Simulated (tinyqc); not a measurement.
# Band bending at a free surface with a continuum of surface states, surface photovoltage and Kelvin probe: effects of single changes

n-type bulk, xi = Ec - EF = Vt ln(Nc/Nd), p0 = ni^2/Nd, ni = sqrt(Nc Nv) exp(-Eg/(2 Vt)), Eg in volts. b is the upward band bending, u = b/Vt. Space charge per area, in units of q: Qc = sign(b) sqrt((2 eps0 eps_r Vt/q) [(Nd + dn)(exp(-u) - 1) + Nd u + (p0 + dn)(exp(u) - 1)]), with dn the excess density under light (flat quasi-Fermi levels; 0 in the dark). The states hold -Ds (E0 - xi - b): negative while the Fermi level lies above the neutrality level. Neutrality: Qc + Qf + (charge of the states) = 0.

Inputs (values chosen for the exercise); band and dielectric values close to those of indium phosphide:
- T = 300 K (temperature)
- Eg = 1.31 eV (band gap)
- eps_r = 12.5 (relative permittivity)
- Nc = 5.6e17 cm^-3 (conduction-band density of states at T)
- Nv = 1.11e19 cm^-3 (valence-band density of states at T)
- chi = 4.37 eV (electron affinity)
- Nd = 2.6e16 cm^-3 (donor density)
- Qf = 0 cm^-2 (fixed positive charge at the surface)
- pt = 5.23 eV (work function of the probe tip)
- Ds = 1.8e12 cm^-2 eV^-1 (density of surface states)
- E0 = 0.63 eV (depth of their neutrality level below the conduction edge)

Constants: q = 1.602176634e-19 C, kB = 1.380649e-23 J/K, Vt = kB T/q, eps0 = 8.8541878128e-14 F/cm where lengths are in cm. Results are converted to the units shown.

Each table varies one quantity; the others keep the values above.

## Pinning by the surface states

b solves the neutrality condition in the dark.

Pinning by the surface states:
```
Ds (cm^-2 eV^-1)     b (V)  xi + b (eV)  Qc (cm^-2)
2.4e10            0.005131      0.08449    1.309e10
6.7e10             0.01493      0.09429    3.589e10
1.8e11             0.04432       0.1237    9.114e10
5.1e11              0.1449       0.2243    2.069e11
1.4e12              0.3189       0.3983    3.244e11
3.9e12              0.4505       0.5299    3.906e11
1.1e13              0.5126       0.5920    4.182e11
2.9e13              0.5359       0.6152    4.280e11
8.1e13              0.5453       0.6247    4.320e11
```

What does the comparison show?

b rises from 0.00513 to 0.545 V. The Fermi level moves towards E0 = 0.63 eV and is within 5.33 meV of it in the last row; it is half-way there at the Ds that solves Ds b = Qc(b) + Qf with b = (E0 - xi)/2, 1.09e12 cm^-2 eV^-1.

## Photovoltage against injection

Same model as above.

Under chopped light the surface charge keeps its dark value, so b falls to bL with Qc(bL, dn) = Qc(b, 0); the photovoltage is b - bL.

Results:
```
dn (cm^-3)   bL (V)  photovoltage (mV)  share of b removed (%)
3e7          0.3585            0.03147                0.008777
8.5e9        0.3517              6.850                   1.910
1.4e11       0.3224              36.22                   10.10
2.4e12       0.2716              87.02                   24.27
4.1e13       0.2117              146.9                   40.95
6.8e14       0.1485              210.1                   58.58
1.2e16      0.08317              275.4                   76.81
1.9e17      0.03161              327.0                   91.19
```

Estimate the missing row, dn = 5.1e8 cm^-3.

Computed row:
```
dn (cm^-3)  bL (V)  photovoltage (mV)  share of b removed (%)
5.1e8       0.3581             0.5249                  0.1464
```

With this row back in the table: The photovoltage rises from 0.0315 to 327 mV, towards the full b = 359 mV. Its steepest rise is 52.4 mV a decade (Vt ln 10 = 59.5 mV), and it reaches 91.2 % of b in the last row: even strong light does not flatten the bands fully, so a saturation reading understates b. For dn = 1.9e17 the injection is high, and a Dember voltage, left out here, adds to the signal.

## Kelvin-probe contrast of the doping

Same model as above.

Work function chi + xi + b; contact potential difference CPD = (work function of the sample) - pt.

Kelvin-probe contrast of the doping:
```
Nd (cm^-3)  xi (eV)   b (V)  CPD (mV)
1.2e14       0.2184  0.3978    -243.8
2.6e14       0.1984  0.4109    -250.7
5.4e14       0.1795  0.4203    -260.1
1.1e15       0.1611  0.4256    -273.3
2.3e15       0.1421  0.4253    -292.6
4.9e15       0.1225  0.4171    -320.4
1e16         0.1041  0.3997    -356.3
2.1e16      0.08488  0.3697    -405.5
4.5e16      0.06518  0.3252    -469.7
```

Read the table: what changes, and by how much?

xi falls by 153 mV over the table and the CPD by 226 mV; b goes from 0.398 through a maximum of 0.426 (at Nd = 1.1e15 cm^-3 among the rows listed) to 0.325 V. Between the first two rows the CPD follows 34.4 % of the change of xi, and between the last two 326 %. It is below 100 % where b rises with the doping (pinning hides it). It exceeds 100 % where b falls as the doping rises.

Computed by the program tinyqc: `OMP_NUM_THREADS=1 python tinyqc.py 2430091 2430092 out.jsonl`, one thread of a shared Intel Xeon 2.30GHz, about 0.01 s for the whole run.
